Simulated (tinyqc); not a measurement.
Permittivity and interface capacitance from two thicknesses.

Question. 1/C = t/(eps0 ek) + 2/ci for planar capacitors that differ only in thickness. Find ek, ci and the EOT of the interfaces, 2 x 3.9 eps0/ci.

Constants: eps0 = 8.8541878128e-14 F/cm where lengths are in cm. Results are converted to the units shown.

C at t = 14 and 43 nm (uF/cm^2): [1.6389591, 0.53479687]

Answer. 1/C is a straight line in t: the slope gives ek and the intercept 2/ci. A single thickness would give only the effective permittivity; when the interfaces are a small part of 1/C, ci needs very accurate data.

ek = 26.0
ci = 1.00e3 uF/cm^2
EOT of the interfaces = 0.00691 nm

Numbers from tinyqc (`OMP_NUM_THREADS=1 python tinyqc.py 2102065 2102066 out.jsonl`; about 0.01 s on one thread of a shared Intel Xeon 2.30GHz).
